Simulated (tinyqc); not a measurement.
CCSD on RHF in the sto-3g basis, frozen core, for BeH2, spin multiplicity 1, step by step (part 1 of 2). Computed by tinyqc, a small Python program that keeps every step (integrals from PySCF). Settings: charge = 0, multiplicity = 1, basis = sto-3g, method = RHF, frozen orbitals = 1, energy threshold = 1e-10, iteration cap = 67, orthogonalisation = symmetric, start = Wolfsberg-Helmholz matrix, DIIS depth = 6, amplitude equations = CCSD, DIIS depth for amplitudes = 0, cap on updates = 74. Command: `OMP_NUM_THREADS=1 python tinyqc.py 24499 24500 out.jsonl` (the two numbers bound the seeds that draw the settings). One thread of a shared host (Intel(R) Xeon(R) Processor @ 2.60GHz), about 0.3 s of CPU time with the checks. The early iterations of the SCF are left out here.

## One-electron integrals

Geometry (angstrom):
```
atom        x         y        z
Be    0.00000   0.00000  0.00000
H     0.00000   1.52300  0.12200
H     0.00000  -1.47800  0.11800
```

Basis sto-3g: exponents (1/bohr^2) and contraction coefficients of normalised primitives:
```
element  l (shell)  exponent  coefficient
Be           s (1)  30.16787      0.15433
Be           s (1)   5.49512      0.53533
Be           s (1)   1.48719      0.44463
Be           s (2)   1.31483     -0.09997
Be           s (2)   0.30554      0.39951
Be           s (2)   0.09937      0.70012
Be           p (3)   1.31483      0.15592
Be           p (3)   0.30554      0.60768
Be           p (3)   0.09937      0.39196
H            s (1)   3.42525      0.15433
H            s (1)   0.62391      0.53533
H            s (1)   0.16886      0.44463
```

Overlap, kinetic and nuclear-attraction integrals over the contracted functions; the nuclear repulsion is the sum of Za Zb / Rab.

nuclear repulsion = 2.9893256 hartree

overlap S, order 1Be 1s, 1Be 2s, 1Be 2px, 1Be 2py, 1Be 2pz, 2H 1s, 3H 1s:
```
[[1.00000, 0.25952, 0.00000, 0.00000, 0.00000, 0.04598, 0.05077],
 [0.25952, 1.00000, 0.00000, 0.00000, 0.00000, 0.38640, 0.40358],
 [0.00000, 0.00000, 1.00000, 0.00000, 0.00000, 0.00000, 0.00000],
 [0.00000, 0.00000, 0.00000, 1.00000, 0.00000, 0.46641, -0.48106],
 [0.00000, 0.00000, 0.00000, 0.00000, 1.00000, 0.03736, 0.03841],
 [0.04598, 0.38640, 0.00000, 0.46641, 0.03736, 1.00000, 0.01822],
 [0.05077, 0.40358, 0.00000, -0.48106, 0.03841, 0.01822, 1.00000]]
```

kinetic energy T (hartree), order 1Be 1s, 1Be 2s, 1Be 2px, 1Be 2py, 1Be 2pz, 2H 1s, 3H 1s:
```
[[6.69397, -0.03301, 0.00000, 0.00000, 0.00000, -0.01265, -0.01369],
 [-0.03301, 0.21111, 0.00000, 0.00000, 0.00000, 0.04334, 0.04891],
 [0.00000, 0.00000, 0.66059, 0.00000, 0.00000, 0.00000, 0.00000],
 [0.00000, 0.00000, 0.00000, 0.66059, 0.00000, 0.13545, -0.14835],
 [0.00000, 0.00000, 0.00000, 0.00000, 0.66059, 0.01085, 0.01184],
 [-0.01265, 0.04334, 0.00000, 0.13545, 0.01085, 0.76003, -0.00663],
 [-0.01369, 0.04891, 0.00000, -0.14835, 0.01184, -0.00663, 0.76003]]
```

nuclear attraction V (hartree), order 1Be 1s, 1Be 2s, 1Be 2px, 1Be 2py, 1Be 2pz, 2H 1s, 3H 1s:
```
[[-15.26434, -2.08175, 0.00000, 0.00085, -0.00228, -0.36706, -0.40559],
 [-2.08175, -2.98782, 0.00000, 0.00505, -0.02058, -1.06831, -1.13166],
 [0.00000, 0.00000, -2.90402, 0.00000, 0.00000, 0.00000, 0.00000],
 [0.00085, 0.00505, 0.00000, -3.09893, 0.00036, -1.25642, 1.31632],
 [-0.00228, -0.02058, 0.00000, 0.00036, -2.90527, -0.10246, -0.10700],
 [-0.36706, -1.06831, 0.00000, -1.25642, -0.10246, -2.78337, -0.06017],
 [-0.40559, -1.13166, 0.00000, 1.31632, -0.10700, -0.06017, -2.82432]]
```

core Hamiltonian H = T + V (hartree), order 1Be 1s, 1Be 2s, 1Be 2px, 1Be 2py, 1Be 2pz, 2H 1s, 3H 1s:
```
[[-8.57037, -2.11476, 0.00000, 0.00085, -0.00228, -0.37972, -0.41928],
 [-2.11476, -2.77671, 0.00000, 0.00505, -0.02058, -1.02497, -1.08275],
 [0.00000, 0.00000, -2.24343, 0.00000, 0.00000, 0.00000, 0.00000],
 [0.00085, 0.00505, 0.00000, -2.43834, 0.00036, -1.12097, 1.16797],
 [-0.00228, -0.02058, 0.00000, 0.00036, -2.24468, -0.09161, -0.09515],
 [-0.37972, -1.02497, 0.00000, -1.12097, -0.09161, -2.02333, -0.06680],
 [-0.41928, -1.08275, 0.00000, 1.16797, -0.09515, -0.06680, -2.06429]]
```

## Two-electron integrals

Functions are numbered as in S; the eight-fold symmetry (ij|kl) = (ji|kl) = (kl|ij) leaves the list below.

Two-electron integrals (ij|kl) in chemists' order, unique and non-zero (hartree):
```
(11|11) 2.29883     (21|11) 0.39204     (21|21) 0.07954     (22|11) 0.57099
(22|21) 0.14304     (22|22) 0.41768     (31|31) 0.01461     (32|31) 0.02189
(32|32) 0.09226     (33|11) 0.56958     (33|21) 0.14308     (33|22) 0.41759
(33|33) 0.44986     (41|41) 0.01461     (42|41) 0.02189     (42|42) 0.09226
(43|43) 0.02425     (44|11) 0.56958     (44|21) 0.14308     (44|22) 0.41759
(44|33) 0.40136     (44|44) 0.44986     (51|51) 0.01461     (52|51) 0.02189
(52|52) 0.09226     (53|53) 0.02425     (54|54) 0.02425     (55|11) 0.56958
(55|21) 0.14308     (55|22) 0.41759     (55|33) 0.40136     (55|44) 0.40136
(55|55) 0.44986     (61|11) 0.06858     (61|21) 0.01391     (61|22) 0.02523
(61|33) 0.02505     (61|41) 0.00122     (61|42) 0.00231     (61|44) 0.02559
(61|51) 0.00010     (61|52) 0.00019     (61|54) 4.28e-05    (61|55) 0.02506
(61|61) 0.00255     (62|11) 0.17656     (62|21) 0.04493     (62|22) 0.14428
(62|33) 0.13869     (62|41) 0.00584     (62|42) 0.03678     (62|44) 0.15522
(62|51) 0.00047     (62|52) 0.00295     (62|54) 0.00132     (62|55) 0.13879
(62|61) 0.00869     (62|62) 0.07611     (63|31) 0.00399     (63|32) 0.01900
(63|43) 0.00626     (63|53) 0.00050     (63|63) 0.00671     (64|11) 0.19267
(64|21) 0.04961     (64|22) 0.16692     (64|33) 0.15704     (64|41) 0.00943
(64|42) 0.05697     (64|44) 0.18639     (64|51) 0.00044     (64|52) 0.00304
(64|54) 0.00185     (64|55) 0.15715     (64|61) 0.01000     (64|62) 0.09985
(64|64) 0.13485     (65|11) 0.01543     (65|21) 0.00397     (65|22) 0.01337
(65|33) 0.01258     (65|41) 0.00044     (65|42) 0.00304     (65|44) 0.01393
(65|51) 0.00402     (65|52) 0.01925     (65|54) 0.00637     (65|55) 0.01359
(65|61) 0.00080     (65|62) 0.00800     (65|64) 0.01026     (65|65) 0.00754
(66|11) 0.34486     (66|21) 0.08930     (66|22) 0.32209     (66|33) 0.29896
(66|41) 0.01319     (66|42) 0.10859     (66|44) 0.36763     (66|51) 0.00106
(66|52) 0.00870     (66|54) 0.00550     (66|55) 0.29940     (66|61) 0.01766
(66|62) 0.21865     (66|64) 0.30373     (66|65) 0.02433     (66|66) 0.77461
(71|11) 0.07574     (71|21) 0.01536     (71|22) 0.02786     (71|33) 0.02766
(71|41) -0.00135    (71|42) -0.00256    (71|44) 0.02826     (71|51) 0.00011
(71|52) 0.00020     (71|54) -4.78e-05   (71|55) 0.02766     (71|61) 0.00257
(71|62) 0.00811     (71|64) 0.00865     (71|65) 0.00075     (71|66) 0.01597
(71|71) 0.00311     (72|11) 0.18772     (72|21) 0.04774     (72|22) 0.15237
(72|33) 0.14654     (72|41) -0.00622    (72|42) -0.03853    (72|44) 0.16377
(72|51) 0.00050     (72|52) 0.00308     (72|54) -0.00138    (72|55) 0.14665
(72|61) 0.00780     (72|62) 0.04057     (72|64) 0.04317     (72|65) 0.00421
(72|66) 0.08550     (72|71) 0.01020     (72|72) 0.08348     (73|31) 0.00433
(73|32) 0.02040     (73|43) -0.00663    (73|53) 0.00053     (73|63) 0.00283
(73|73) 0.00756     (74|11) -0.20226    (74|21) -0.05205    (74|22) -0.17419
(74|33) -0.16387    (74|41) 0.01009     (74|42) 0.05982     (74|44) -0.19455
(74|51) -0.00046    (74|52) -0.00315    (74|54) 0.00192     (74|55) -0.16398
(74|61) -0.00821    (74|62) -0.04246    (74|64) -0.04383    (74|65) -0.00435
(74|66) -0.08893    (74|71) -0.01161    (74|72) -0.10843    (74|74) 0.14531
(75|11) 0.01615     (75|21) 0.00416     (75|22) 0.01391     (75|33) 0.01308
(75|41) -0.00046    (75|42) -0.00315    (75|44) 0.01447     (75|51) 0.00437
(75|52) 0.02065     (75|54) -0.00674    (75|55) 0.01415     (75|61) 0.00072
(75|62) 0.00416     (75|64) 0.00436     (75|65) 0.00325     (75|66) 0.00895
(75|71) 0.00093     (75|72) 0.00866     (75|74) -0.01100    (75|75) 0.00844
(76|11) 0.01127     (76|21) 0.00279     (76|22) 0.00792     (76|33) 0.00780
(76|41) 5.70e-06    (76|42) 4.08e-05    (76|44) 0.00814     (76|51) 0.00006
(76|52) 0.00029     (76|54) 2.08e-06    (76|55) 0.00782     (76|61) 0.00049
(76|62) 0.00284     (76|64) 0.00334     (76|65) 0.00033     (76|66) 0.00653
(76|71) 0.00055     (76|72) 0.00295     (76|74) -0.00342    (76|75) 0.00034
(76|76) 0.00015     (77|11) 0.35504     (77|21) 0.09189     (77|22) 0.32901
(77|33) 0.30524     (77|41) -0.01390    (77|42) -0.11161    (77|44) 0.37584
(77|51) 0.00111     (77|52) 0.00891     (77|54) -0.00564    (77|55) 0.30569
(77|61) 0.01485     (77|62) 0.08240     (77|64) 0.08706     (77|65) 0.00873
(77|66) 0.17632     (77|71) 0.02012     (77|72) 0.22997     (77|74) -0.31687
(77|75) 0.02530     (77|76) 0.00653     (77|77) 0.77461
```

## Orthogonalisation

S = U s U^T; symmetric (Loewdin) form X = U s^(-1/2) U^T, so that X^T S X = 1.

eigenvalues of S: [0.31968, 0.41467, 0.94259, 1.00000, 1.00879, 1.64511, 1.66916]

X, order 1Be 1s, 1Be 2s, 1Be 2px, 1Be 2py, 1Be 2pz, 2H 1s, 3H 1s:
```
[[1.02858, -0.15181, 0.00000, 0.00041, -0.00151, 0.02081, 0.02075],
 [-0.15181, 1.18570, 0.00000, -0.01086, 0.01488, -0.24125, -0.26136],
 [0.00000, 0.00000, 1.00000, 0.00000, 0.00000, 0.00000, 0.00000],
 [0.00041, -0.01086, 0.00000, 1.26423, -0.00086, -0.34103, 0.35898],
 [-0.00151, 0.01488, 0.00000, -0.00086, 1.00139, -0.02286, -0.02434],
 [0.02081, -0.24125, 0.00000, -0.34103, -0.02286, 1.19988, -0.06723],
 [0.02075, -0.26136, 0.00000, 0.35898, -0.02434, -0.06723, 1.22110]]
```

## Starting guess

The start is the generalised Wolfsberg-Helmholz matrix (K = 1.75) built on H; D = 2 C_occ C_occ^T.

D at the start, order 1Be 1s, 1Be 2s, 1Be 2px, 1Be 2py, 1Be 2pz, 2H 1s, 3H 1s:
```
[[2.04186, -0.15632, 0.00000, -0.00302, -0.02385, -0.20306, -0.20480],
 [-0.15632, 0.74319, 0.00000, 0.01602, 0.06499, 0.46365, 0.45896],
 [0.00000, 0.00000, 0.00000, 0.00000, 0.00000, 0.00000, 0.00000],
 [-0.00302, 0.01602, 0.00000, 0.79108, 0.00178, 0.41555, -0.41192],
 [-0.02385, 0.06499, 0.00000, 0.00178, 0.00574, 0.04127, 0.04048],
 [-0.20306, 0.46365, 0.00000, 0.41555, 0.04127, 0.50281, 0.07568],
 [-0.20480, 0.45896, 0.00000, -0.41192, 0.04048, 0.07568, 0.51426]]
```

## Iteration 7 (converged): orbitals

converged F (hartree), order 1Be 1s, 1Be 2s, 1Be 2px, 1Be 2py, 1Be 2pz, 2H 1s, 3H 1s:
```
[[-4.52615, -1.28911, 0.00000, 0.00005, 0.00185, -0.23604, -0.26034],
 [-1.28911, -0.60323, 0.00000, 0.00618, -0.01475, -0.35015, -0.36524],
 [0.00000, 0.00000, 0.21385, 0.00000, 0.00000, 0.00000, 0.00000],
 [0.00005, 0.00618, 0.00000, -0.16813, 0.00063, -0.30711, 0.31404],
 [0.00185, -0.01475, 0.00000, 0.00063, 0.21229, -0.01916, -0.01966],
 [-0.23604, -0.35015, 0.00000, -0.30711, -0.01916, -0.24385, -0.02220],
 [-0.26034, -0.36524, 0.00000, 0.31404, -0.01966, -0.02220, -0.25891]]
```

Diagonalise F' = X^T F X, C = X C', fill 3 alpha and 3 beta electrons from the bottom; D = 2 C_occ C_occ^T. Each column has its largest component positive (the first on a tie).

F' = X^T F X (hartree):
```
[[-4.41681, -0.69845, 0.00000, -0.00100, 0.00098, -0.01106, -0.01970],
 [-0.69845, -0.13443, 0.00000, -0.00522, 0.00618, -0.28535, -0.30044],
 [0.00000, 0.00000, 0.21385, 0.00000, 0.00000, 0.00000, 0.00000],
 [-0.00100, -0.00522, 0.00000, 0.22486, -0.00032, -0.39459, 0.40723],
 [0.00098, 0.00618, 0.00000, -0.00032, 0.21435, -0.02372, -0.02482],
 [-0.01106, -0.28535, 0.00000, -0.39459, -0.02372, 0.05518, -0.08081],
 [-0.01970, -0.30044, 0.00000, 0.40723, -0.02482, -0.08081, 0.06395]]
```

orbital energies (hartree): [-4.52953, -0.42819, -0.38544, 0.21029, 0.21385, 0.38825, 0.75171]

coefficients C, order 1Be 1s, 1Be 2s, 1Be 2px, 1Be 2py, 1Be 2pz, 2H 1s, 3H 1s:
```
[[0.99182, -0.21338, -0.02131, 0.04243, 0.00000, -0.22432, 0.00789],
 [0.03141, 0.59098, 0.06562, -0.18134, 0.00000, 1.07924, -0.05992],
 [0.00000, 0.00000, 0.00000, 0.00000, 1.00000, 0.00000, 0.00000],
 [-0.00008, -0.05129, 0.49469, -0.00169, 0.00000, 0.03242, 1.26300],
 [-0.00005, 0.01816, 0.00179, 0.98250, 0.00000, 0.19608, -0.00610],
 [-0.00375, 0.34599, 0.46475, 0.08749, 0.00000, -0.76582, -0.83057],
 [-0.00368, 0.43355, -0.37881, 0.08504, 0.00000, -0.72407, 0.91149]]
```

D after iteration 7, order 1Be 1s, 1Be 2s, 1Be 2px, 1Be 2py, 1Be 2pz, 2H 1s, 3H 1s:
```
[[2.05940, -0.19270, 0.00000, 0.00065, -0.00793, -0.17491, -0.17618],
 [-0.19270, 0.70911, 0.00000, 0.00430, 0.02170, 0.46971, 0.46249],
 [0.00000, 0.00000, 0.00000, 0.00000, 0.00000, 0.00000, 0.00000],
 [0.00065, 0.00430, 0.00000, 0.49469, -0.00009, 0.42432, -0.41926],
 [-0.00793, 0.02170, 0.00000, -0.00009, 0.00067, 0.01423, 0.01439],
 [-0.17491, 0.46971, 0.00000, 0.42432, 0.01423, 0.67143, -0.05207],
 [-0.17618, 0.46249, 0.00000, -0.41926, 0.01439, -0.05207, 0.66295]]
```

## Convergence

Stop when the energy changes by less than 1e-10 hartree and every element of the error matrix X^T (F D S - S D F) X is below 3e-06.

Course of the cycle:
```
iteration  E (hartree)     change  largest element of the error matrix
1          -15.5023709          -                             1.50e-01
2          -15.5292332  -2.69e-02                             1.88e-02
3          -15.5299134  -6.80e-04                             2.55e-03
4          -15.5299416  -2.82e-05                             2.69e-04
5          -15.5299418  -2.24e-07                             4.64e-05
6          -15.5299418  -7.47e-09                             3.54e-06
7          -15.5299418  -4.41e-11                             7.24e-07
```

PySCF RHF in the same basis = -15.5299418 hartree

Converged in 7 iterations.

## Populations, bond orders and dipole

Mulliken: Z minus the diagonal of D S on the atom; Loewdin: the same with S^(1/2) D S^(1/2); Mayer order: 2 sum_s sum (D(s) S)_ij (D(s) S)_ji over the two atoms.

Charges (e):
```
atom  Mulliken   Loewdin
1Be    0.08432   0.07115
2H    -0.04237  -0.03600
3H    -0.04195  -0.03515
```

Mayer bond orders:
```
pair    order
2-1   0.99417
3-1   0.99420
3-2   0.00404
```

dipole moment about the origin, x y z (debye): [0.00000, -0.01556, -0.36197]

## Integrals over molecular orbitals

(pq|rs) = sum C_ip C_jq C_kr C_ls (ij|kl), one index at a time.

one-electron integrals over orbitals h = C^T H C (hartree):
```
[[-8.55896, 0.21042, 0.02138, -0.04329, 0.00000, 0.19845, -0.00577],
 [0.21042, -2.33996, 0.00672, 0.01802, 0.00000, -0.22496, 0.03499],
 [0.02138, 0.00672, -2.27719, 0.00369, 0.00000, -0.04150, -0.30331],
 [-0.04329, 0.01802, 0.00369, -2.23685, 0.00000, -0.04605, 0.00090],
 [0.00000, 0.00000, 0.00000, 0.00000, -2.24343, 0.00000, 0.00000],
 [0.19845, -0.22496, -0.04150, -0.04605, 0.00000, -1.90631, -0.00268],
 [-0.00577, 0.03499, -0.30331, 0.00090, 0.00000, -0.00268, -1.85228]]
```

Two-electron integrals over orbitals (pq|rs), unique and non-zero (hartree); the lowest 1 orbital is frozen and left out:
```
(22|22) 0.38840     (32|22) -0.03553    (32|32) 0.15312     (33|22) 0.38550
(33|32) 0.02923     (33|33) 0.42168     (42|22) 0.00775     (42|32) -0.00126
(42|33) 0.00854     (42|42) 0.04773     (43|22) -0.00185    (43|32) 0.01167
(43|33) 0.00338     (43|42) 0.00336     (43|43) 0.01473     (44|22) 0.35609
(44|32) 0.00005     (44|33) 0.34009     (44|42) -0.02370    (44|43) -0.00293
(44|44) 0.45193     (52|52) 0.04744     (53|52) 0.00341     (53|53) 0.01332
(54|52) -0.00792    (54|53) -0.00086    (54|54) 0.02528     (55|22) 0.35746
(55|32) 0.00005     (55|33) 0.34025     (55|42) -0.00861    (55|43) -0.00129
(55|44) 0.40042     (55|55) 0.44986     (62|22) -0.01790    (62|32) 0.01059
(62|33) -0.03912    (62|42) -0.00381    (62|43) 2.69e-05    (62|44) 0.05845
(62|55) 0.06264     (62|62) 0.08031     (63|22) 0.01839     (63|32) -0.08885
(63|33) -0.02321    (63|42) -4.57e-05   (63|43) -0.01014    (63|44) 0.00990
(63|55) 0.01045     (63|62) 0.00471     (63|63) 0.08569     (64|22) 0.00220
(64|32) -0.00058    (64|33) -0.00382    (64|42) 0.04105     (64|43) 0.00464
(64|44) -0.00258    (64|55) 0.00672     (64|62) 0.01910     (64|63) 0.00314
(64|64) 0.04580     (65|52) 0.04579     (65|53) 0.00527     (65|54) -0.00509
(65|65) 0.04878     (66|22) 0.38123     (66|32) 0.00713     (66|33) 0.39438
(66|42) 0.02128     (66|43) 0.00308     (66|44) 0.35239     (66|55) 0.35736
(66|62) -0.02375    (66|63) -0.00851    (66|64) 0.01301     (66|66) 0.40459
(72|22) 0.01000     (72|32) -0.03993    (72|33) -0.00432    (72|42) 0.00263
(72|43) -0.00981    (72|44) -0.00816    (72|55) -0.00831    (72|62) -0.01488
(72|63) 0.05967     (72|64) -0.00123    (72|66) 0.00057     (72|72) 0.05823
(73|22) -0.00092    (73|32) 0.00105     (73|33) -0.01804    (73|42) -0.01379
(73|43) -0.00241    (73|44) 0.06636     (73|55) 0.06700     (73|62) 0.07425
(73|63) 0.01478     (73|64) 0.00913     (73|66) -0.02106    (73|72) -0.00717
(73|73) 0.08487     (74|22) 0.00487     (74|32) -0.02281    (74|33) -0.00482
(74|42) -0.00293    (74|43) 0.01136     (74|44) 0.00039     (74|55) -1.86e-05
(74|62) -0.00192    (74|63) 0.01433     (74|64) -0.00098    (74|66) -0.00186
(74|72) 0.00431     (74|73) -0.00031    (74|74) 0.02052     (75|52) -0.00324
(75|53) 0.01310     (75|54) 0.00023     (75|65) -0.00128    (75|75) 0.01690
(76|22) -0.02922    (76|32) 0.13494     (76|33) 0.02912     (76|42) -0.00189
(76|43) 0.01308     (76|44) -0.00011    (76|55) -0.00040    (76|62) 0.00801
(76|63) -0.08962    (76|64) -0.00153    (76|66) 0.00852     (76|72) -0.04926
(76|73) -0.00067    (76|74) -0.01985    (76|76) 0.13335     (77|22) 0.40895
(77|32) -0.01207    (77|33) 0.42098     (77|42) 0.00196     (77|43) -0.00088
(77|44) 0.38166     (77|55) 0.38074     (77|62) -0.02324    (77|63) 0.00533
(77|64) -0.00482    (77|66) 0.41498     (77|72) 0.00581     (77|73) 0.00081
(77|74) 0.00150     (77|76) -0.00849    (77|77) 0.46236
```

## CCSD: starting amplitudes

t_ij^ab = <ij||ab> / (e_i + e_j - e_a - e_b), whose energy is MP2.

Starting amplitudes (spin orbitals 1a, 1b, ...; amplitudes related by a flip of all spins are not repeated; the 24 largest):
```
from      to         t
3a 3b  6a 6b  -0.05537
2a 2b  6a 6b  -0.04918
2a 3b  6a 7b  -0.03801
2a 2b  4a 4b  -0.03737
3a 3b  7a 7b  -0.03732
2a 2b  5a 5b  -0.03694
2a 3b  6b 7a   0.03055
2a 2b  7a 7b  -0.02468
3a 3b  4a 4b  -0.01236
3a 3b  5a 5b  -0.01111
2a 3b  4a 7b   0.00777
3a 3b  6a 7b  -0.00774
2a 3a  6a 7a  -0.00746
2a 2b  6a 7b   0.00746
3a 3b  4a 6b   0.00741
2a 3b  4b 7a  -0.00552
2a 3b  7a 7b   0.00309
2a 3b  6a 6b  -0.00296
2a 3b  5a 5b  -0.00274
2a 3b  4a 4b  -0.00272
2a 2b  4a 6b   0.00262
2a 3a  4a 7a   0.00225
2a 2b  4a 7b  -0.00144
3a 3b  4a 7b   0.00139
```

correlation energy = -0.0277557 hartree

## CCSD: amplitude update 1

t_i^a D_i^a and t_ij^ab D_ij^ab are set to the remaining terms of the spin-orbital equations, evaluated with the old amplitudes; for the doubles these are <ij||ab> + 1/2 <ab||ef> t_ij^ef + 1/2 <mn||ij> t_mn^ab + P(ij)P(ab) <mb||ej> t_im^ae + terms in t^2 + terms with t1, D the orbital-energy denominators.

Amplitudes after update 1 (spin orbitals 1a, 1b, ...; amplitudes related by a flip of all spins are not repeated; the 24 largest):
```
from      to         t
3a 3b  6a 6b  -0.07726
2a 2b  6a 6b  -0.06439
2a 3b  6a 7b  -0.05289
3a 3b  7a 7b  -0.04805
2a 2b  4a 4b  -0.04715
2a 2b  5a 5b  -0.04658
2a 3b  6b 7a   0.04446
2a 2b  7a 7b  -0.03286
3a 3b  4a 6b   0.01198
3a 3b  6a 7b  -0.01100
2a 3b  4a 7b   0.01065
2a 2b  6a 7b   0.01037
3a 3b  4a 4b  -0.00958
2a 3a  6a 7a  -0.00843
2a 3b  4b 7a  -0.00803
3a 3b  5a 5b  -0.00748
2a        6a   0.00534
2a 3b  5a 5b  -0.00406
2a 3b  7a 7b   0.00404
2a 3b  4a 4b  -0.00399
2a 3b  6a 6b  -0.00394
2a 2b  4a 6b   0.00371
2a 3a  4a 7a   0.00262
2a        4a  -0.00254
```

correlation energy = -0.0374329 hartree

## CCSD: amplitude update 2

As before.

Amplitudes after update 2 (spin orbitals 1a, 1b, ...; amplitudes related by a flip of all spins are not repeated; the 24 largest):
```
from      to         t
3a 3b  6a 6b  -0.08759
2a 2b  6a 6b  -0.06956
2a 3b  6a 7b  -0.05804
3a 3b  7a 7b  -0.05167
2a 2b  4a 4b  -0.05061
2a 2b  5a 5b  -0.04994
2a 3b  6b 7a   0.04949
2a 2b  7a 7b  -0.03595
3a 3b  4a 6b   0.01468
3a 3b  6a 7b  -0.01214
2a 3b  4a 7b   0.01171
2a 2b  6a 7b   0.01133
2a 3b  4b 7a  -0.00901
2a 3a  6a 7a  -0.00856
2a        6a   0.00813
3a 3b  4a 4b  -0.00655
2a 3b  5a 5b  -0.00474
2a 3b  4a 4b  -0.00464
2a 3b  7a 7b   0.00430
2a        4a  -0.00429
2a 2b  4a 6b   0.00423
2a 3b  6a 6b  -0.00408
3a 3b  5a 5b  -0.00389
2a 3a  4a 7a   0.00270
```

correlation energy = -0.0410066 hartree
